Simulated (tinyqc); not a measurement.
Slope factor and drain-induced lowering from three currents.

Problem. With source and body at 0 V, I = A exp((Vg + dd Vd)/(nf Vt)) (1 - exp(-Vd/Vt)). Find nf, the swing nf Vt ln 10 and dd.

Values chosen for this exercise:

| symbol | value | unit | meaning |
|---|---|---|---|
| T | 398 | K | temperature |

Constants: q = 1.602176634e-19 C, kB = 1.380649e-23 J/K, Vt = kB T/q. Results are converted to the units shown.

currents at (Vg, Vd) = (0, 0.05), (0, 0.9) and (0.06, 0.9) V (nA/um): [0.13661609, 1.0170781, 3.9895244]

Answer. The pair at equal Vd gives nf; the pair at equal Vg, after dividing out the factors 1 - exp(-Vd/Vt), gives dd.

nf = 1.28
swing = 101 mV/decade
dd = 0.0900

Computed by the program tinyqc: `OMP_NUM_THREADS=1 python tinyqc.py 2242218 2242219 out.jsonl`, one thread of a shared Intel Xeon 2.30GHz, about 0.03 s for the whole run.
